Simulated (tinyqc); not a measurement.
Haynes-Shockley experiment: drift, diffusion and decay of a minority-carrier pulse: one step, computed by the program tinyqc. Command: `OMP_NUM_THREADS=1 python tinyqc.py 3111081 3111082 out.jsonl haynes walk`. One thread of a shared host (Intel(R) Xeon(R) Processor @ 2.30GHz), about 0.02 s of CPU time with the checks.

A thin sheet of excess carriers is made at x = 0, t = 0 in a long uniform bar; injection is low, so the pulse moves with the minority mobility.

Question. Simple reading of the pulse. With w the full width at half maximum: mu = d/(F t_p); D = (w d)^2/(16 ln2 t_p^3); Einstein ratio D/mu against k_B T/e.

Inputs (values chosen for the exercise, modelled on holes in n-type germanium in a lightly doped bar):
```
quantity                     value        unit
minority mobility mu          1690  cm^2/(V s)
temperature T                  300           K
field F                        7.7        V/cm
distance d to the collector   0.25          cm
```

time of the peak t_p = 18.89878 microsecond

width at half maximum = 7.316498 microsecond

D = 43.68988 cm^2/s

Constants: k_B = 8.617333262e-05 eV/K.

Give: apparent mobility; apparent D; apparent D/mu; error of mu; error of D.

Answer.

apparent mobility = 1718 cm^2/(V s)

apparent D = 44.69 cm^2/s

apparent D/mu = 26.02 mV

error of mu = 1.655 %

error of D = 2.296 %
